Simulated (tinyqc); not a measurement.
# Illuminated p-n diode, drift-diffusion by the Gummel loop with Scharfetter-Gummel fluxes: what changes with what

Abrupt junction at x = 0, p side from -Lp, n side to Ln, ohmic contacts. psi is counted from the intrinsic level; n = ni exp((psi - phin)/Vt), p = ni exp((phip - psi)/Vt). Contacts: p side psi = V - Vt ln(Na/ni), p = Na, n = ni^2/Na; n side psi = Vt ln(Nd/ni), n = Nd, p = ni^2/Nd. Constant mobilities, D = mu Vt, Boltzmann statistics, SRH recombination through a mid-gap level, U = (n p - ni^2)/(tp (n + ni) + tn (p + ni)). Current is positive from the p contact to the n contact.

Parameters, values chosen for the exercise; band and dielectric values close to those of silicon: temperature T = 275 K; band gap Eg = 1.1 eV; relative permittivity eps_r = 11.8; conduction-band density of states at T Nc = 2.48e19 cm^-3; valence-band density of states at T Nv = 2.36e19 cm^-3; acceptor density of the p side Na = 6.6e15 cm^-3; donor density of the n side Nd = 2.6e17 cm^-3; electron mobility mun = 980 cm^2/(V s); hole mobility mup = 330 cm^2/(V s); SRH lifetime of electrons tn = 3e-9 s; SRH lifetime of holes tp = 4e-7 s; length of the p side Lp = 1.9 um; length of the n side Ln = 3.9 um; uniform generation rate G = 1e21 cm^-3 s^-1.

Constants: q = 1.602176634e-19 C, kB = 1.380649e-23 J/K, Vt = kB T/q, eps0 = 8.8541878128e-14 F/cm where lengths are in cm. Results are converted to the units shown.

Each table varies one quantity; the others keep the values above.

## Current against voltage in the dark

ni = sqrt(Nc Nv) exp(-Eg/(2 Vt)), Eg in volts. Poisson and both continuity equations are solved self-consistently with Scharfetter-Gummel fluxes on a graded mesh of 500 nodes. J_scr is q times the integral of U between -xp and xn. Ideal diffusion current J_id = q ni^2 [Dn coth(wp/Le)/(Le Na) + Dp coth(wn/Lh)/(Lh Nd)] (exp(V/Vt) - 1), Le = sqrt(Dn tn), Lh = sqrt(Dp tp), wp = Lp - xp, wn = Ln - xn, with xp and xn from the depletion approximation (W = sqrt(2 eps0 eps_r (Vbi - V)(1/Na + 1/Nd)/q), xp = W Nd/(Na + Nd), xn = W Na/(Na + Nd), Vbi = Vt ln(Na Nd/ni^2)). Ideality factor = 0.004 V/(Vt ln[J(V + 0.004 V)/J(V)]). Here G = 0.

In this table G = 0 cm^-3 s^-1.

Results:

| V (V) | J (A/cm^2) | ideality factor | J_scr/J (%) | J_id (A/cm^2) | share recombining at the contacts (%) | larger minority/doping at -xp and xn |
|---|---|---|---|---|---|---|
| 0.16 | 4.77e-7 | 1.67 | 97.1 | 1.41e-8 | 2.48 | 1.23e-10 |
| 0.23 | 2.74e-6 | 1.67 | 90.3 | 2.68e-7 | 8.18 | 2.33e-9 |
| 0.29 | 1.34e-5 | 1.50 | 75.3 | 3.34e-6 | 20.8 | 2.90e-8 |
| 0.36 | 1.16e-4 | 1.24 | 45.9 | 6.33e-5 | 45.2 | 5.47e-7 |
| 0.42 | 0.00101 | 1.10 | 23.0 | 7.88e-4 | 64.1 | 6.76e-6 |
| 0.49 | 0.0161 | 1.04 | 8.50 | 0.0149 | 75.9 | 1.26e-4 |
| 0.62 | 3.12 | 1.06 | 0.425 | 3.51 | 92.1 | 0.0261 |
| 0.69 | 47.1 | 1.18 | 0.0519 | 66.0 | 98.9 | 0.326 |

Estimate the missing row, V = 0.56 V.

Computed row:

| V (V) | J (A/cm^2) | ideality factor | J_scr/J (%) | J_id (A/cm^2) | share recombining at the contacts (%) | larger minority/doping at -xp and xn |
|---|---|---|---|---|---|---|
| 0.56 | 0.279 | 1.04 | 2.33 | 0.282 | 82.4 | 0.00230 |

With this row back in the table: J rises from 4.77e-7 to 47.1 A/cm^2; the ideality factor goes from 1.67 through a minimum of 1.04 (at V = 0.56 V among the rows listed) to 1.18. Recombination in the depleted layer carries over half of the current up to V = 0.29 V, where the factor is 1.50; it grows roughly as exp(V/2 Vt), so diffusion overtakes it. Where the factor is lowest (V = 0.56 V), J is 1.3 % below the ideal diffusion current. From V = 0.69 V on the minority density at an edge of the layer exceeds a tenth of the doping, and in the last row J is 29 % below the ideal value.

## Solar-cell figures against the SRH lifetime of electrons

Jsc = -J(0), collected share Jsc/(q G (Lp + Ln)), estimate q G [W + Le tanh(wp/2 Le) + Lh tanh(wn/2 Lh)] at V = 0 with Le = sqrt(Dn tn), Lh = sqrt(Dp tp), W, wp = Lp - xp and wn = Ln - xn from the depletion approximation; J(Voc) = 0; Vmp maximises -J V; FF = Pmax/(Jsc Voc).

Solar-cell figures against the SRH lifetime of electrons:

| tn (s) | Jsc (mA/cm^2) | collected share (%) | estimate of Jsc (mA/cm^2) | Voc (V) | Vmp (V) | FF | Pmax (mW/cm^2) |
|---|---|---|---|---|---|---|---|
| 1e-10 | 44.2 | 47.5 | 44.6 | 0.487 | 0.409 | 0.752 | 16.2 |
| 1e-9 | 48.5 | 52.2 | 48.7 | 0.511 | 0.437 | 0.785 | 19.4 |
| 1e-8 | 49.3 | 53.1 | 49.5 | 0.519 | 0.447 | 0.797 | 20.4 |
| 1e-7 | 49.4 | 53.2 | 49.5 | 0.521 | 0.449 | 0.800 | 20.6 |
| 1e-6 | 49.4 | 53.2 | 49.6 | 0.521 | 0.449 | 0.800 | 20.6 |

As tn rises from 1e-10 to 1e-6, the collected share rises from 47.5 to 53.2 %, Voc rises from 0.487 to 0.521 V and FF rises from 0.752 to 0.800. The estimate of Jsc is within 0.90 % in all rows.

Computed by the program tinyqc: `OMP_NUM_THREADS=1 python tinyqc.py 2240110 2240111 out.jsonl`, one thread of a shared Intel Xeon 2.30GHz, about 0.8 s for the whole run.
